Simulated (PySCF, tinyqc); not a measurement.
Worked calculation: CIS on RHF in the 6-31g basis, for H3-, spin multiplicity 1. The basis has no diffuse functions, so it cannot describe the extra electron: this is an exercise in the method, not the real anion. The lowest restricted solution is unstable here: a spin-polarised one lies 0.0603 hartree lower (PySCF). Computed by tinyqc, a small Python program that keeps every step (integrals from PySCF). Settings: charge = -1, multiplicity = 1, basis = 6-31g, method = RHF, energy threshold = 1e-10, iteration cap = 73, orthogonalisation = canonical, start = atomic densities, DIIS depth = 6. Command: `OMP_NUM_THREADS=1 python tinyqc.py 20598 20599 out.jsonl` (the two numbers bound the seeds that draw the settings). One thread of a shared host (Intel(R) Xeon(R) Processor @ 2.60GHz), about 0.1 s of CPU time with the checks. The early iterations of the SCF are left out here.

## One-electron integrals

Geometry (angstrom):
```
atom,x,y,z
H,0.00000,0.00000,0.00000
H,0.00000,0.00000,1.16100
H,0.00000,1.03300,0.52900
```

Basis 6-31g: exponents (1/bohr^2) and contraction coefficients of normalised primitives:
```
element,l (shell),exponent,coefficient
H,s (1),18.73114,0.03349
H,s (1),2.82539,0.23473
H,s (1),0.64012,0.81376
H,s (2),0.16128,1.00000
```

Overlap, kinetic and nuclear-attraction integrals over the contracted functions; the nuclear repulsion is the sum of Za Zb / Rab.

nuclear repulsion = 1.3487329 hartree

overlap S, lower triangle:
```
,1H 1s,1H 2s,2H 1s,2H 2s,3H 1s,3H 2s
1H 1s,1.00000
1H 2s,0.65829,1.00000
2H 1s,0.16371,0.34975,1.00000
2H 2s,0.34975,0.67831,0.65829,1.00000
3H 1s,0.16391,0.34991,0.14136,0.33084,1.00000
3H 2s,0.34991,0.67850,0.33084,0.65553,0.65829,1.00000
```

kinetic energy T (hartree), lower triangle:
```
,1H 1s,1H 2s,2H 1s,2H 2s,3H 1s,3H 2s
1H 1s,1.39568
1H 2s,0.25974,0.24192
2H 1s,-0.02807,0.07954,1.39568
2H 2s,0.07954,0.12163,0.25974,0.24192
3H 1s,-0.02798,0.07962,-0.03737,0.07039,1.39568
3H 2s,0.07962,0.12170,0.07039,0.11394,0.25974,0.24192
```

nuclear attraction V (hartree), lower triangle:
```
,1H 1s,1H 2s,2H 1s,2H 2s,3H 1s,3H 2s
1H 1s,-2.56472
1H 2s,-1.33959,-1.48140
2H 1s,-0.37356,-0.73007,-2.54579
2H 2s,-0.73494,-1.07551,-1.32760,-1.46919
3H 1s,-0.37407,-0.73046,-0.31778,-0.68966,-2.54596
3H 2s,-0.73529,-1.07582,-0.68962,-1.03927,-1.32770,-1.46929
```

core Hamiltonian H = T + V (hartree), lower triangle:
```
,1H 1s,1H 2s,2H 1s,2H 2s,3H 1s,3H 2s
1H 1s,-1.16904
1H 2s,-1.07986,-1.23949
2H 1s,-0.40163,-0.65053,-1.15012
2H 2s,-0.65540,-0.95388,-1.06786,-1.22727
3H 1s,-0.40205,-0.65085,-0.35516,-0.61927,-1.15028
3H 2s,-0.65567,-0.95412,-0.61923,-0.92534,-1.06797,-1.22738
```

## Two-electron integrals

Functions are numbered as in S; the eight-fold symmetry (ij|kl) = (ji|kl) = (kl|ij) leaves the list below.

Two-electron integrals (ij|kl) in chemists' order, unique and non-zero (hartree):
```
i,j,k,l,(ij|kl)
1,1,1,1,1.07657
2,1,1,1,0.57847
2,1,2,1,0.32942
2,2,1,1,0.58740
2,2,2,1,0.36130
2,2,2,2,0.45315
3,1,1,1,0.12417
3,1,2,1,0.07350
3,1,2,2,0.08524
3,1,3,1,0.02456
3,2,1,1,0.18400
3,2,2,1,0.11623
3,2,2,2,0.15241
3,2,3,1,0.04327
3,2,3,2,0.09194
3,3,1,1,0.45270
3,3,2,1,0.29376
3,3,2,2,0.40710
3,3,3,1,0.12417
3,3,3,2,0.29640
3,3,3,3,1.07657
4,1,1,1,0.29640
4,1,2,1,0.17020
4,1,2,2,0.18916
4,1,3,1,0.04327
4,1,3,2,0.07059
4,1,3,3,0.18400
4,1,4,1,0.09194
4,2,1,1,0.35893
4,2,2,1,0.22359
4,2,2,2,0.28860
4,2,3,1,0.06378
4,2,3,2,0.12507
4,2,3,3,0.35893
4,2,4,1,0.12507
4,2,4,2,0.20849
4,3,1,1,0.29376
4,3,2,1,0.18928
4,3,2,2,0.26047
4,3,3,1,0.07350
4,3,3,2,0.17020
4,3,3,3,0.57847
4,3,4,1,0.11623
4,3,4,2,0.22359
4,3,4,3,0.32942
4,4,1,1,0.40710
4,4,2,1,0.26047
4,4,2,2,0.35882
4,4,3,1,0.08524
4,4,3,2,0.18916
4,4,3,3,0.58740
4,4,4,1,0.15241
4,4,4,2,0.28860
4,4,4,3,0.36130
4,4,4,4,0.45315
5,1,1,1,0.12435
5,1,2,1,0.07360
5,1,2,2,0.08536
5,1,3,1,0.01900
5,1,3,2,0.03174
5,1,3,3,0.08169
5,1,4,1,0.04028
5,1,4,2,0.05731
5,1,4,3,0.05239
5,1,4,4,0.07036
5,1,5,1,0.02462
5,2,1,1,0.18413
5,2,2,1,0.11631
5,2,2,2,0.15250
5,2,3,1,0.03172
5,2,3,2,0.05994
5,2,3,3,0.16158
5,2,4,1,0.06483
5,2,4,2,0.10746
5,2,4,3,0.10372
5,2,4,4,0.14135
5,2,5,1,0.04334
5,2,5,2,0.09203
5,3,1,1,0.07315
5,3,2,1,0.04669
5,3,2,2,0.06197
5,3,3,1,0.01666
5,3,3,2,0.03453
5,3,3,3,0.10495
5,3,4,1,0.02817
5,3,4,2,0.04982
5,3,4,3,0.06242
5,3,4,4,0.07296
5,3,5,1,0.01668
5,3,5,2,0.03455
5,3,5,3,0.01824
5,4,1,1,0.15909
5,4,2,1,0.10167
5,4,2,2,0.13697
5,4,3,1,0.03021
5,4,3,2,0.06031
5,4,3,3,0.16868
5,4,4,1,0.05825
5,4,4,2,0.10203
5,4,4,3,0.10698
5,4,4,4,0.14163
5,4,5,1,0.03844
5,4,5,2,0.08507
5,4,5,3,0.03504
5,4,5,4,0.08219
5,5,1,1,0.45286
5,5,2,1,0.29386
5,5,2,2,0.40719
5,5,3,1,0.08161
5,5,3,2,0.16152
5,5,3,3,0.43483
5,5,4,1,0.16580
5,5,4,2,0.29474
5,5,4,3,0.28299
5,5,4,4,0.39651
5,5,5,1,0.12435
5,5,5,2,0.29655
5,5,5,3,0.10495
5,5,5,4,0.27949
5,5,5,5,1.07657
6,1,1,1,0.29655
6,1,2,1,0.17029
6,1,2,2,0.18925
6,1,3,1,0.04024
6,1,3,2,0.06481
6,1,3,3,0.16582
6,1,4,1,0.08980
6,1,4,2,0.12072
6,1,4,3,0.10615
6,1,4,4,0.14362
6,1,5,1,0.04334
6,1,5,2,0.07067
6,1,5,3,0.02818
6,1,5,4,0.06204
6,1,5,5,0.18413
6,1,6,1,0.09203
6,2,1,1,0.35906
6,2,2,1,0.22367
6,2,2,2,0.28869
6,2,3,1,0.05726
6,2,3,2,0.10743
6,2,3,3,0.29478
6,2,4,1,0.12071
6,2,4,2,0.19476
6,2,4,3,0.18750
6,2,4,4,0.25443
6,2,5,1,0.06388
6,2,5,2,0.12517
6,2,5,3,0.04983
6,2,5,4,0.11470
6,2,5,5,0.35906
6,2,6,1,0.12517
6,2,6,2,0.20861
6,3,1,1,0.15905
6,3,2,1,0.10165
6,3,2,2,0.13695
6,3,3,1,0.03839
6,3,3,2,0.08503
6,3,3,3,0.27949
6,3,4,1,0.06200
6,3,4,2,0.11466
6,3,4,3,0.16061
6,3,4,4,0.17870
6,3,5,1,0.03024
6,3,5,2,0.06033
6,3,5,3,0.03504
6,3,5,4,0.06196
6,3,5,5,0.16868
6,3,6,1,0.05826
6,3,6,2,0.10204
6,3,6,3,0.08219
6,4,1,1,0.29115
6,4,2,1,0.18480
6,4,2,2,0.24945
6,4,3,1,0.05578
6,4,3,2,0.11637
6,4,3,3,0.34386
6,4,4,1,0.10548
6,4,4,2,0.18919
6,4,4,3,0.21442
6,4,4,4,0.27741
6,4,5,1,0.05585
6,4,5,2,0.11642
6,4,5,3,0.05319
6,4,5,4,0.11395
6,4,5,5,0.34386
6,4,6,1,0.10553
6,4,6,2,0.18924
6,4,6,3,0.11395
6,4,6,4,0.19473
6,5,1,1,0.29386
6,5,2,1,0.18934
6,5,2,2,0.26052
6,5,3,1,0.05234
6,5,3,2,0.10368
6,5,3,3,0.28299
6,5,4,1,0.10614
6,5,4,2,0.18747
6,5,4,3,0.18295
6,5,4,4,0.25426
6,5,5,1,0.07360
6,5,5,2,0.17029
6,5,5,3,0.06242
6,5,5,4,0.16061
6,5,5,5,0.57847
6,5,6,1,0.11631
6,5,6,2,0.22367
6,5,6,3,0.10698
6,5,6,4,0.21442
6,5,6,5,0.32942
6,6,1,1,0.40719
6,6,2,1,0.26052
6,6,2,2,0.35888
6,6,3,1,0.07029
6,6,3,2,0.14129
6,6,3,3,0.39651
6,6,4,1,0.14358
6,6,4,2,0.25439
6,6,4,3,0.25426
6,6,4,4,0.35233
6,6,5,1,0.08536
6,6,5,2,0.18925
6,6,5,3,0.07296
6,6,5,4,0.17870
6,6,5,5,0.58740
6,6,6,1,0.15250
6,6,6,2,0.28869
6,6,6,3,0.14163
6,6,6,4,0.27741
6,6,6,5,0.36130
6,6,6,6,0.45315
```

## Orthogonalisation

S = U s U^T; canonical form X = U s^(-1/2), so that X^T S X = 1. Each column of U has its largest component positive (the first on a tie).

eigenvalues of S: 0.17444  0.18524  0.38678  0.96811  1.01786  3.26758

X:
```
,1,2,3,4,5,6
1H 1s,-0.81927,0.00304,0.75787,0.75395,-0.00275,0.18385
1H 2s,1.77086,-0.00625,-0.53203,0.34185,-0.00126,0.26551
2H 1s,0.40739,-0.72000,0.76822,-0.37364,0.63167,0.17966
2H 2s,-0.88577,1.48069,-0.52333,-0.17876,0.30722,0.26187
3H 1s,0.41264,0.71691,0.76815,-0.37855,-0.62894,0.17970
3H 2s,-0.89711,-1.47429,-0.52342,-0.18103,-0.30576,0.26190
```

## Iteration 9 (converged): orbitals

converged F (hartree), lower triangle:
```
,1H 1s,1H 2s,2H 1s,2H 2s,3H 1s,3H 2s
1H 1s,0.38933
1H 2s,-0.23720,-0.08696
2H 1s,-0.26353,-0.24335,0.44576
2H 2s,-0.27293,-0.18730,-0.21751,-0.05759
3H 1s,-0.26389,-0.24364,-0.14182,-0.16678,0.44544
3H 2s,-0.27314,-0.18743,-0.16670,-0.12270,-0.21760,-0.05770
```

Diagonalise F' = X^T F X, C = X C', fill 2 alpha and 2 beta electrons from the bottom; D = 2 C_occ C_occ^T. Each column has its largest component positive (the first on a tie).

F' = X^T F X (hartree), lower triangle:
```
,1,2,3,4,5,6
1,1.08690
2,-0.00001,1.10620
3,0.04896,-0.00040,1.27648
4,-0.44529,-0.00034,-0.04195,0.67771
5,-0.00028,-0.54538,0.00031,-0.00058,0.43970
6,-0.00413,-0.00002,-0.05768,-0.06151,0.00037,-0.27959
```

orbital energies (hartree): MO1 -0.28669, MO2 0.13382, MO3 0.39655, MO4 1.24736, MO5 1.40427, MO6 1.41209

coefficients C:
```
,MO1,MO2,MO3,MO4,MO5,MO6
1H 1s,0.24841,-0.00017,0.17849,1.15801,-0.64278,0.01038
1H 2s,0.31815,-0.00076,1.21856,-1.07834,0.92587,-0.01577
2H 1s,0.18981,0.19844,-0.10447,0.43361,0.81657,-0.95094
2H 2s,0.20287,0.99073,-0.65406,-0.18126,-0.79428,1.15394
3H 1s,0.19008,-0.19813,-0.10481,0.43598,0.85151,0.91865
3H 2s,0.20335,-0.98944,-0.65651,-0.18437,-0.83695,-1.12310
```

D after iteration 9, lower triangle:
```
,1H 1s,1H 2s,2H 1s,2H 2s,3H 1s,3H 2s
1H 1s,0.12341
1H 2s,0.15806,0.20243
2H 1s,0.09423,0.12047,0.15081
2H 2s,0.10044,0.12757,0.47022,2.04541
3H 1s,0.09451,0.12125,-0.00648,-0.31546,0.15077
3H 2s,0.10137,0.13090,-0.31550,-1.87803,0.46938,2.04068
```

## Convergence

Stop when the energy changes by less than 1e-10 hartree and every element of the error matrix X^T (F D S - S D F) X is below 3e-06.

Course of the cycle:
```
iteration,E (hartree),change,largest element of the error matrix
1,-1.3458362,-,2.73e-01
2,-1.3280156,1.78e-02,1.02e-01
3,-1.3369873,-8.97e-03,2.93e-02
4,-1.3379196,-9.32e-04,2.00e-03
5,-1.3379275,-7.97e-06,1.04e-04
6,-1.3379276,-8.46e-08,8.19e-05
7,-1.3379277,-1.01e-07,3.64e-05
8,-1.3379277,-2.51e-08,1.55e-06
9,-1.3379277,-1.44e-11,2.79e-08
```

PySCF RHF in the same basis = -1.3379277 hartree

Converged in 9 iterations.

## Integrals over molecular orbitals

(pq|rs) = sum C_ip C_jq C_kr C_ls (ij|kl), one index at a time.

one-electron integrals over orbitals h = C^T H C (hartree), lower triangle:
```
,1,2,3,4,5,6
1,-1.52688
2,-0.00012,-1.00690
3,0.03119,0.00005,-0.97622
4,-0.18624,0.00034,-0.09766,-0.27483
5,-0.08806,0.00424,0.24329,0.00280,-0.26905
6,0.00184,0.24185,-0.00417,-0.00009,0.00011,-0.26245
```

Two-electron integrals over orbitals (pq|rs), unique and non-zero (hartree):
```
p,q,r,s,(pq|rs)
1,1,1,1,0.51120
2,1,1,1,-0.00008
2,1,2,1,0.08691
2,2,1,1,0.40795
2,2,2,1,0.00020
2,2,2,2,0.41173
3,1,1,1,0.01586
3,1,2,1,2.14e-05
3,1,2,2,-0.04889
3,1,3,1,0.09520
3,2,1,1,3.07e-05
3,2,2,1,-0.05073
3,2,2,2,-0.00009
3,2,3,1,-0.00010
3,2,3,2,0.04477
3,3,1,1,0.41416
3,3,2,1,-0.00012
3,3,2,2,0.34222
3,3,3,1,0.02902
3,3,3,2,0.00005
3,3,3,3,0.38660
4,1,1,1,0.10071
4,1,2,1,-0.00009
4,1,2,2,0.04037
4,1,3,1,0.02779
4,1,3,2,1.90e-05
4,1,3,3,0.06123
4,1,4,1,0.07604
4,2,1,1,-0.00016
4,2,2,1,-0.00480
4,2,2,2,-0.00011
4,2,3,1,8.95e-06
4,2,3,2,0.00124
4,2,3,3,-0.00009
4,2,4,1,-0.00011
4,2,4,2,0.01473
4,3,1,1,0.04589
4,3,2,1,7.62e-06
4,3,2,2,0.01745
4,3,3,1,0.01485
4,3,3,2,-1.88e-05
4,3,3,3,0.02790
4,3,4,1,0.04427
4,3,4,2,-1.02e-05
4,3,4,3,0.04693
4,4,1,1,0.47089
4,4,2,1,-0.00022
4,4,2,2,0.33559
4,4,3,1,0.08929
4,4,3,2,3.71e-05
4,4,3,3,0.40688
4,4,4,1,0.12311
4,4,4,2,-0.00013
4,4,4,3,0.06949
4,4,4,4,0.53713
5,1,1,1,0.02256
5,1,2,1,-0.00089
5,1,2,2,0.05179
5,1,3,1,-0.05516
5,1,3,2,0.00063
5,1,3,3,-0.00041
5,1,4,1,-0.01350
5,1,4,2,-0.00036
5,1,4,3,-0.03285
5,1,4,4,-0.04182
5,1,5,1,0.07003
5,2,1,1,-0.00186
5,2,2,1,0.03808
5,2,2,2,-0.00141
5,2,3,1,0.00066
5,2,3,2,-0.02035
5,2,3,3,-0.00103
5,2,4,1,-0.00071
5,2,4,2,0.01507
5,2,4,3,0.00009
5,2,4,4,-0.00101
5,2,5,1,-0.00197
5,2,5,2,0.04645
5,3,1,1,-0.10371
5,3,2,1,0.00064
5,3,2,2,-0.05569
5,3,3,1,-0.01899
5,3,3,2,-0.00029
5,3,3,3,-0.06076
5,3,4,1,-0.05632
5,3,4,2,0.00026
5,3,4,3,-0.02368
5,3,4,4,-0.10653
5,3,5,1,-0.00851
5,3,5,2,0.00149
5,3,5,3,0.05815
5,4,1,1,-0.03597
5,4,2,1,-0.00107
5,4,2,2,0.03536
5,4,3,1,-0.08674
5,4,3,2,0.00071
5,4,3,3,-0.04132
5,4,4,1,-0.05149
5,4,4,2,7.21e-06
5,4,4,3,-0.03925
5,4,4,4,-0.12321
5,4,5,1,0.06744
5,4,5,2,-0.00121
5,4,5,3,0.02864
5,4,5,4,0.10720
5,5,1,1,0.47998
5,5,2,1,-0.00391
5,5,2,2,0.41493
5,5,3,1,-0.02311
5,5,3,2,0.00259
5,5,3,3,0.39330
5,5,4,1,0.10005
5,5,4,2,-0.00064
5,5,4,3,0.04191
5,5,4,4,0.43297
5,5,5,1,0.05012
5,5,5,2,-0.00495
5,5,5,3,-0.10022
5,5,5,4,-0.00044
5,5,5,5,0.50460
6,1,1,1,-0.00046
6,1,2,1,-0.04898
6,1,2,2,-0.00108
6,1,3,1,0.00091
6,1,3,2,0.03153
6,1,3,3,3.21e-06
6,1,4,1,0.00025
6,1,4,2,-0.01731
6,1,4,3,0.00050
6,1,4,4,0.00073
6,1,5,1,-0.00011
6,1,5,2,-0.04966
6,1,5,3,-0.00049
6,1,5,4,-0.00037
6,1,5,5,0.00237
6,1,6,1,0.05995
6,2,1,1,-0.10396
6,2,2,1,-0.00079
6,2,2,2,-0.08290
6,2,3,1,0.03288
6,2,3,2,0.00040
6,2,3,3,-0.05691
6,2,4,1,-0.03733
6,2,4,2,-0.00022
6,2,4,3,0.00127
6,2,4,4,-0.05543
6,2,5,1,-0.05626
6,2,5,2,0.00062
6,2,5,3,0.04788
6,2,5,4,-0.02936
6,2,5,5,-0.12741
6,2,6,1,0.00207
6,2,6,2,0.08719
6,3,1,1,0.00174
6,3,2,1,0.03143
6,3,2,2,0.00100
6,3,3,1,0.00038
6,3,3,2,-0.01512
6,3,3,3,0.00101
6,3,4,1,0.00090
6,3,4,2,0.00885
6,3,4,3,0.00042
6,3,4,4,0.00176
6,3,5,1,-0.00052
6,3,5,2,0.03284
6,3,5,3,-0.00048
6,3,5,4,-0.00101
6,3,5,5,-0.00031
6,3,6,1,-0.03541
6,3,6,2,-0.00148
6,3,6,3,0.02646
6,4,1,1,0.00069
6,4,2,1,-0.05410
6,4,2,2,-0.00063
6,4,3,1,0.00135
6,4,3,2,0.03121
6,4,3,3,0.00077
6,4,4,1,0.00093
6,4,4,2,0.00075
6,4,4,3,0.00063
6,4,4,4,0.00217
6,4,5,1,-0.00037
6,4,5,2,-0.03014
6,4,5,3,-0.00099
6,4,5,4,-0.00089
6,4,5,5,0.00303
6,4,6,1,0.03689
6,4,6,2,0.00103
6,4,6,3,-0.02435
6,4,6,4,0.04089
6,5,1,1,-0.00012
6,5,2,1,-0.10503
6,5,2,2,0.00032
6,5,3,1,-0.00090
6,5,3,2,0.06944
6,5,3,3,-0.00029
6,5,4,1,-0.00036
6,5,4,2,-0.01229
6,5,4,3,-0.00061
6,5,4,4,-0.00089
6,5,5,1,0.00260
6,5,5,2,-0.07204
6,5,5,3,-0.00097
6,5,5,4,0.00275
6,5,5,5,0.00649
6,5,6,1,0.09034
6,5,6,2,0.00104
6,5,6,3,-0.05375
6,5,6,4,0.07877
6,5,6,5,0.17171
6,6,1,1,0.46484
6,6,2,1,0.00413
6,6,2,2,0.44600
6,6,3,1,-0.07133
6,6,3,2,-0.00264
6,6,3,3,0.36699
6,6,4,1,0.06990
6,6,4,2,0.00029
6,6,4,3,0.00943
6,6,4,4,0.36347
6,6,5,1,0.10210
6,6,5,2,0.00007
6,6,5,3,-0.09250
6,6,5,4,0.06493
6,6,5,5,0.50737
6,6,6,1,-0.00540
6,6,6,2,-0.15160
6,6,6,3,0.00366
6,6,6,4,-0.00402
6,6,6,5,-0.00566
6,6,6,6,0.56432
```

## CIS matrix, singlets

A(ia,jb) = (e_a - e_i) d_ij d_ab + 2 (ia|jb) - (ij|ab).

CIS matrix A, singlet (hartree), lower triangle:
```
,1>3,1>4,1>5,1>6,2>3,2>4,2>5,2>6
1>3,0.45949
1>4,0.00969,1.21524
1>5,-0.00660,0.00898,1.35105
1>6,0.00009,-0.00019,-0.00011,1.35384
2>3,-0.00009,0.00003,0.00063,0.03164,0.01006
2>4,0.00001,0.00001,0.00034,0.01948,-0.01498,0.80741
2>5,0.00069,-0.00036,-0.00004,0.00570,0.01498,-0.00522,0.94844
2>6,0.03434,-0.02057,-0.00748,0.00001,-0.00020,0.00019,0.00092,1.00665
```

## CIS singlet states

dipole integrals <i|r|a> (bohr):
```
,x,y,z
1>3,0.00000,-0.63596,-1.03744
1>4,0.00000,0.02329,0.03868
1>5,0.00000,0.01385,0.02463
1>6,0.00000,-0.04778,0.02866
2>3,0.00000,0.65677,-0.40117
2>4,0.00000,0.51074,-0.31273
2>5,0.00000,0.19241,-0.11814
2>6,0.00000,-0.00432,0.00265
```

Diagonalise A (1 hartree = 27.211386 eV); each vector has its largest component positive (the first on a tie). The transition dipole is mu = sqrt2 sum c_ia <i|r|a>.

singlet excitation energies (eV): 0.23906  12.43936  21.95445  25.81820  27.39561  33.10576  36.78762  36.88068

lowest vectors:
```
,state 1,state 2,state 3,state 4,state 5,state 6
1>3,0.00020,0.99789,0.00000,0.00029,0.06376,0.00909
1>4,-0.00003,-0.01454,-0.00004,0.00010,0.09417,0.99306
1>5,-0.00047,0.00699,-0.00063,-0.00019,0.02035,-0.07106
1>6,-0.02372,-0.00008,-0.03485,-0.01338,-0.00028,0.00138
2>3,0.99941,-0.00021,-0.01940,0.01614,0.00003,0.00002
2>4,0.01922,-0.00002,0.99839,-0.04045,0.00056,-0.00001
2>5,-0.01568,-0.00129,0.04026,0.99883,0.01584,-0.00158
2>6,0.00020,-0.06280,-0.00120,-0.01593,0.99318,-0.09326
```

oscillator strengths 2/3 w |mu|^2: 0.00710  0.89941  0.37960  0.05823  0.00711  0.00164

## CIS matrix, triplets

A(ia,jb) = (e_a - e_i) d_ij d_ab - (ij|ab).

CIS matrix A, triplet (hartree), lower triangle:
```
,1>3,1>4,1>5,1>6,2>3,2>4,2>5,2>6
1>3,0.26909
1>4,-0.04589,1.06316
1>5,0.10371,0.03597,1.21099
1>6,-0.00174,-0.00069,0.00012,1.23394
2>3,0.00012,-0.00001,-0.00064,-0.03143,-0.07949
2>4,-0.00001,0.00022,0.00107,0.05410,-0.01745,0.77796
2>5,-0.00064,0.00107,0.00391,0.10503,0.05569,-0.03536,0.85553
2>6,-0.03143,0.05410,0.10503,-0.00413,-0.00100,0.00063,-0.00032,0.83228
```

## CIS triplet states

Diagonalise A (1 hartree = 27.211386 eV); each vector has its largest component positive (the first on a tie).

triplet excitation energies (eV): -2.28832  6.85770  20.31948  21.81311  23.40037  28.97481  34.20646  34.43255

lowest vectors:
```
,state 1,state 2,state 3,state 4,state 5,state 6
1>3,-0.00040,0.98912,-0.00007,-0.08139,-0.00033,-0.09304
1>4,-0.00001,0.05650,-0.00066,-0.18354,-0.00035,0.95501
1>5,0.00060,-0.11671,-0.00371,-0.20893,-0.00370,-0.25493
1>6,0.02805,0.00196,-0.19394,0.00456,-0.16352,0.00442
2>3,0.99758,0.00042,0.02000,-0.00014,0.06519,0.00000
2>4,0.01590,0.00005,0.86685,0.00145,-0.49002,0.00061
2>5,-0.06166,0.00136,0.45877,0.01569,0.85364,0.00232
2>6,0.00110,0.06945,-0.00885,0.95696,-0.01337,0.11954
```

A negative triplet energy shows that the restricted solution is unstable towards a spin-polarised one.
